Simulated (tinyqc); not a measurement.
Eight-band Kane k.p model with strain: one step. Strain of a layer grown coherently on a (110) face. Three cases, with inputs chosen for the exercise.

Task: e_par = (a_sub - a)/a in the plane; no stress along the normal: e_perp = -(C11 + 3 C12 - 2 C44)/(C11 + C12 + 2 C44) e_par; exx = eyy = (e_par + e_perp)/2, ezz = e_par, exy = (e_perp - e_par)/2, eyz = ezx = 0.

Case 1.

Values chosen (near those of InP; not measured data): a = 5.853 angstrom (lattice constant); a_sub = 5.907 angstrom (lattice constant of the substrate); C11 = 100.3 GPa; C12 = 55.4 GPa; C44 = 46.3 GPa; face = 110 (growth face).

Case 2.

Values chosen (near those of GaP; not measured data): a = 5.448 angstrom (lattice constant); a_sub = 5.352 angstrom (lattice constant of the substrate); C11 = 146.2 GPa; C12 = 65.2 GPa; C44 = 72.4 GPa; face = 110 (growth face).

Case 3.

Values chosen (near those of InP; not measured data): a = 5.865 angstrom (lattice constant); a_sub = 5.742 angstrom (lattice constant of the substrate); C11 = 101.4 GPa; C12 = 55.8 GPa; C44 = 45.5 GPa; face = 110 (growth face).

Give: e_par; e_perp; strain tensor in the cubic axes.

Result:

Case 1.

e_par = 0.009226
e_perp = -0.006462

strain tensor in the cubic axes:
```
           x          y         z
x   0.001382  -0.007844  0.000000
y  -0.007844   0.001382  0.000000
z   0.000000   0.000000  0.009226
```

The layer is under tension in the plane; its volume changes by +1.199 %.

Case 2.

e_par = -0.017621
e_perp = 0.009746

strain tensor in the cubic axes:
```
           x          y          z
x  -0.003938   0.013683   0.000000
y   0.013683  -0.003938   0.000000
z   0.000000   0.000000  -0.017621
```

The layer is under compression in the plane; its volume changes by -2.550 %.

Case 3.

e_par = -0.020972
e_perp = 0.015023

strain tensor in the cubic axes:
```
           x          y          z
x  -0.002974   0.017998   0.000000
y   0.017998  -0.002974   0.000000
z   0.000000   0.000000  -0.020972
```

The layer is under compression in the plane; its volume changes by -2.692 %.

Computed by tinyqc, one run a case: `OMP_NUM_THREADS=1 python tinyqc.py N N+1 out.jsonl` with N = 1050660, 1050948, 1051341; one thread of a shared Intel(R) Xeon(R) Processor @ 2.30GHz, about 0.02 s a run at most.
